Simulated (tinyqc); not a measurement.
What moves the exposure: standing waves and exposure in a photoresist film.

Normal incidence from air. Unexposed resist: N1 = n1 + i k1 with k1 = (A + B) lam/(4 pi), lam in micrometres. r01 = (1 - N1)/(1 + N1), t01 = 2/(1 + N1). Below the resist lie the layer Na = na + i ka and the substrate Ns = ns + i ks: r12 = (r1a + ras x)/(1 + r1a ras x), x = exp(4 pi i Na da/lam), r1a = (N1 - Na)/(N1 + Na), ras = (Na - Ns)/(Na + Ns). With p = exp(2 pi i N1 d/lam), the field at depth z is E(z) = t01 [exp(2 pi i N1 z/lam) + r12 p^2 exp(-2 pi i N1 z/lam)]/(1 + r01 r12 p^2), the relative intensity I(z) = n1 |E(z)|^2 and the reflectance R = |(r01 + r12 p^2)/(1 + r01 r12 p^2)|^2.

Inputs chosen for the exercise (a resist on Si, indices near tabulated ones; the results hold for these values, not for the real material): lam = 365 nm (vacuum wavelength); n1 = 1.708 (resist index); A = 0.73 1/micrometre (bleachable absorption (Dill A)); B = 0.03 1/micrometre (fixed absorption (Dill B)); d = 602 nm (resist thickness); ns = 6.409 (substrate n); ks = 2.709 (substrate k); na = 1.715 (n of the bottom antireflection layer); ka = 0.286 (its k); da = 61 nm (its thickness).

The mean of I is over 800 depths. Each row changes one parameter from the base and keeps the others.

Results:

| case | \|r12\|^2 | R | mean I | I at the bottom |
|---|---|---|---|---|
| base | 0.0828 | 0.1301 | 0.7509 | 0.9222 |
| d = 612 nm | 0.0828 | 0.0806 | 0.7903 | 0.9668 |
| n1 = 1.725 | 0.0852 | 0.1054 | 0.7738 | 0.9565 |
| B = 0.23 1/micrometre | 0.0832 | 0.1205 | 0.7105 | 0.8215 |
| ks = 2.438 | 0.0813 | 0.1309 | 0.7493 | 0.9198 |
| da = 71 nm | 0.0510 | 0.0656 | 0.7789 | 0.7626 |
| ka = 0.372 | 0.0496 | 0.1207 | 0.7370 | 0.8447 |

The largest shifts from the base row, up to three for each result and ties (the steps differ in size, so this ranks the rows, not the parameters). |r12|^2: ka -0.0332, da -0.0318, n1 +0.0024; unchanged at the printed digits by d. R: da -0.0645, d -0.0495, n1 -0.0247. mean I: B -0.0404, d +0.0394, da +0.0280. I at the bottom: da -0.1596, B -0.1007, ka -0.0775.

Program tinyqc; command `OMP_NUM_THREADS=1 python tinyqc.py 1650844 1650845 out.jsonl`; about 0.01 s on one thread of a shared Intel(R) Xeon(R) Processor @ 2.30GHz.
